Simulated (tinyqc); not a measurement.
# Threshold-voltage variability of a planar MOSFET, analytic estimates: what changes with what

Three independent sources add in quadrature: random dopants in the depleted layer, metal-gate grains of two orientations, and roughness of the two gate edges acting through the roll-off VT = VT(long) - Vr exp(-L/l). These are first-order estimates: no three-dimensional electrostatics, no percolation.

Values chosen for this exercise; material values close to those of silicon: temperature T = 325 K; band gap Eg = 1.14 eV; relative permittivity of the semiconductor eps_r = 11.7; conduction-band density of states at T Nc = 3.16e19 cm^-3; valence-band density of states at T Nv = 3.01e19 cm^-3; channel doping Na = 8.7e17 cm^-3; oxide-equivalent thickness in inversion ti = 2.4 nm; gate length L = 20 nm; gate width W = 34 nm; metal grain size G = 5 nm; work-function difference of the two grain orientations dW = 0.3 eV; share of the orientation of higher work function p = 0.4; rms roughness of one gate edge De = 1 nm; correlation length of the roughness La = 15 nm; decay length of the threshold roll-off l = 3.7 nm; prefactor of the roll-off Vr = 2.5 V.

Constants: q = 1.602176634e-19 C, kB = 1.380649e-23 J/K, Vt = kB T/q, eps0 = 8.8541878128e-14 F/cm where lengths are in cm. Results are converted to the units shown.

Each table varies one quantity; the others keep the values above.

## Effect of the correlation length of the roughness

ni = sqrt(Nc Nv) exp(-Eg/(2 Vt)), Eg in volts; Cox = 3.9 eps0/ti; Wd = sqrt(4 eps0 eps_r Vt ln(Na/ni)/(q Na)); dopants: s1 = (q/Cox) sqrt(Na Wd/(3 L W)). Grains: Ng = L W/G^2 (at least 1), s2 = dW sqrt(p (1 - p)/Ng). Edges, with exponential correlation and u = W/La: the mean gate length has sL^2 = 2 De^2 (2/u)[1 - (1 - exp(-u))/u]; s3 = sL (Vr/l) exp(-L/l). s = sqrt(s1^2 + s2^2 + s3^2). l and Vr are held fixed.

The same in every row: s1 (mV) = 44.462; s2 (mV) = 28.180.

Results:

| La (nm) | s3 (mV) | s (mV) | s sqrt(L W) (mV um) |
|---|---|---|---|
| 2 | 1.4284 | 52.659 | 1.3732 |
| 5 | 2.1502 | 52.684 | 1.3738 |
| 10 | 2.7852 | 52.713 | 1.3746 |
| 20 | 3.3549 | 52.747 | 1.3755 |
| 40 | 3.7616 | 52.774 | 1.3762 |
| 160 | 4.1458 | 52.803 | 1.3769 |

Estimate the missing row, La = 80 nm.

Computed row:

| La (nm) | s3 (mV) | s (mV) | s sqrt(L W) (mV um) |
|---|---|---|---|
| 80 | 4.0089 | 52.792 | 1.3767 |

With this row back in the table: As La goes from 2 to 160 nm, s stays near 52.7 mV. The dopants are the largest source in the first and the last row. The edge term s3 rises from 1.43 to 4.15 mV: a longer correlation averages out less along the width. In every row the depletion depth exceeds L, so source and drain share much of the charge and s1 is rough.

## Scaling length and width together

Same model as above.

l and Vr are held fixed. W = 1.7 L in every row; l is held fixed.

Results:

| L (nm) | s1 (mV) | s2 (mV) | s3 (mV) | s (mV) | s sqrt(L W) (mV um) |
|---|---|---|---|---|---|
| 13 | 68.40 | 43.35 | 22.90 | 84.16 | 1.427 |
| 16 | 55.58 | 35.23 | 9.752 | 66.52 | 1.388 |
| 20 | 44.46 | 28.18 | 3.135 | 52.73 | 1.375 |
| 24 | 37.05 | 23.48 | 1.012 | 43.88 | 1.373 |
| 36 | 24.70 | 15.66 | 0.03467 | 29.24 | 1.373 |
| 44 | 20.21 | 12.81 | 0.003707 | 23.93 | 1.373 |

Estimate the missing row, L = 29 nm.

Computed row:

| L (nm) | s1 (mV) | s2 (mV) | s3 (mV) | s (mV) | s sqrt(L W) (mV um) |
|---|---|---|---|---|---|
| 29 | 30.66 | 19.43 | 0.2473 | 36.30 | 1.373 |

With this row back in the table: As L goes from 13 to 44 nm, s falls from 84.2 to 23.9 mV. The dopants are the largest source in the first and the last row. The product s sqrt(L W) falls from 1.43 to 1.37 mV um: s1 and s2 go as 1/sqrt(L W), so the change comes from s3 alone. At L = 13 nm the depleted region holds under ten dopants, so their spread is not Gaussian. For L = 13 to 36 nm the depletion depth exceeds L, so source and drain share much of the charge and s1 is rough.

## Effect of the metal grain size

Same model as above.

l and Vr are held fixed.

The same in every row: s1 (mV) = 44.46; s3 (mV) = 3.135.

Results:

| G (nm) | s2 (mV) | s (mV) | s sqrt(L W) (mV um) |
|---|---|---|---|
| 2 | 11.27 | 45.98 | 1.199 |
| 3 | 16.91 | 47.67 | 1.243 |
| 5 | 28.18 | 52.73 | 1.375 |
| 7 | 39.45 | 59.52 | 1.552 |
| 14 | 78.90 | 90.62 | 2.363 |
| 20 | 112.7 | 121.2 | 3.161 |

Estimate the missing row, G = 10 nm.

Computed row:

| G (nm) | s2 (mV) | s (mV) | s sqrt(L W) (mV um) |
|---|---|---|---|
| 10 | 56.36 | 71.85 | 1.874 |

With this row back in the table: As G goes from 2 to 20 nm, s rises from 46.0 to 121 mV. The largest source is the dopants in the first row and the grains in the last. For G = 14 to 20 nm the gate holds under four grains, so the work function takes a few discrete values. In every row the depletion depth exceeds L, so source and drain share much of the charge and s1 is rough.

Numbers from tinyqc (`OMP_NUM_THREADS=1 python tinyqc.py 2090006 2090007 out.jsonl`; about 0.01 s on one thread of a shared Intel Xeon 2.30GHz).
